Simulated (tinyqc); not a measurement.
Do the excited 1s states matter for ionisation? Model: valley-orbit splitting of a donor ground state, with strain. Computed by tinyqc, a small Python program. Command: `OMP_NUM_THREADS=1 python tinyqc.py 3008096 3008097 out.jsonl valleyorbit walk`. One thread of a shared host (Intel(R) Xeon(R) Processor @ 2.30GHz), about 0.01 s of CPU time with the checks.

The basis is the 1s envelope in each valley; energies are counted from the unstrained conduction-band edge. The strain is e_s (a a^T - 1/3) for the unit stress axis a, so valley j along n_j moves by Xi_u e_s w_j with w_j = (n_j.a)^2 - 1/3: +2/3 for [111], -2/9 for the others.

Inputs (values chosen for the exercise, modelled on donors in germanium):

| quantity | value | unit |
|---|---|---|
| single-valley binding energy E_0 | 9.78 | meV |
| central-cell shift Lambda | 0.78 | meV |
| coupling Delta_1 | 0.33 | meV |
| shear deformation potential Xi_u | 16.8 | eV |
| donor density N_D | 1.5e+14 | cm^-3 |
| density-of-states mass of one valley m_e | 0.217 | m_0 |

Valleys: four along <111>. Stress axis: [111].

Constants: k_B = 8.617333262e-05 eV/K; m_0 = 9.1093837015e-31 kg; k_B = 1.380649e-23 J/K; h = 6.62607015e-34 J s.

Method:
- By symmetry: E(A1) = E_0 + Lambda + 3 Delta_1 (one state), E(T2) = E_0 + Lambda - Delta_1 (three), as binding energies.
- H_jj = -(E_0 + Lambda) + Xi_u e_s w_j; H_jk = -Delta_1 between any two valleys.
- z = sum over levels of exp(-(E - E_ground)/k_B T), the ground-state share being 1/z; N_c = 2 (2 pi m_e k_B T/h^2)^(3/2) sum_j exp(-(shift_j - lowest shift)/k_B T); n1 = N_c/(2 z) exp(-binding/k_B T), binding = lowest shift - E_ground; without compensation n = 2 N_D/(1 + sqrt(1 + 4 N_D/n1)) (Boltzmann statistics; p and higher states left out).
- No strain here. The last two columns set z = 1, with the A1 depth, or use one level at E_0 with z equal to the number of valleys.

E(A1) = 11.55 meV

Ionised share:

| T (K) | z | all 1s states | ground state alone | no splitting |
|---|---|---|---|---|
| 6.7 | 1.3049 | 4.2115e-04 | 4.8109e-04 | 1.1137e-03 |
| 11.0 | 1.7453 | 2.6017e-02 | 3.4226e-02 | 4.3326e-02 |
| 17.0 | 2.2184 | 2.4226e-01 | 3.3742e-01 | 3.1407e-01 |
| 24.0 | 2.5847 | 6.3609e-01 | 7.8536e-01 | 7.0556e-01 |
| 34.0 | 2.9119 | 9.0481e-01 | 9.6297e-01 | 9.2526e-01 |
| 54.0 | 3.2591 | 9.8534e-01 | 9.9541e-01 | 9.8764e-01 |
| 89.0 | 3.5257 | 9.9711e-01 | 9.9918e-01 | 9.9739e-01 |

What does the comparison show, and why?

z grows from 1.305 to 3.53 of at most 4. Leaving out the excited states overstates the ionised share by up to 39.3 % (at 17.0 K); ignoring the splitting misses by a factor 2.64 at the lowest T and 1.00 at the highest.

Extremes, crossings and ranges named in words are read from the listed rows.
